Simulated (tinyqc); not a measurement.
Bottom-up copper filling of a trench by curvature-enhanced accelerator coverage: one step, computed by the program tinyqc.

A rectangular trench keeps vertical walls and a flat floor. An accelerator floats on the surface; where area is lost in the corners it is passed on to the floor.

Task: Velocities. Kinetic current i_k = [i_0 (1 - theta) + i_1 theta] exp(alpha eta/(k_B T)), limit i_L = 2 F D C/delta, i = 1/(1/i_k + 1/i_L); velocity v = i Omega/(2F), Omega = 7.11 cm^3/mol, F = e N_A. Depletion inside the trench is ignored.

Inputs (values chosen for the exercise, close to those used for damascene copper plating):
```
quantity                                           value     unit
exchange current of the suppressed surface i_0     0.012  mA/cm^2
exchange current of the accelerated surface i_1      3.2  mA/cm^2
transfer coefficient alpha                          0.38        -
overpotential eta                                   0.19        V
starting coverage theta_0                          0.035        -
cupric ion concentration C                          0.24    mol/l
diffusivity D                                    5.6e-06   cm^2/s
boundary layer delta                                  25       um
temperature T                                        298        K
```

Constants: e = 1.602176634e-19 C; N_A = 6.02214076e+23 1/mol; k_B = 8.617333262e-05 eV/K.

Give: limiting current i_L; velocity at theta = 0; velocity at theta_0; velocity at theta = 1; ratio v(1)/v(theta_0).

Result:

limiting current i_L = 103.7 mA/cm^2

velocity at theta = 0 = 0.07341 nm/s

velocity at theta_0 = 0.7428 nm/s

velocity at theta = 1 = 12.96 nm/s

ratio v(1)/v(theta_0) = 17.45
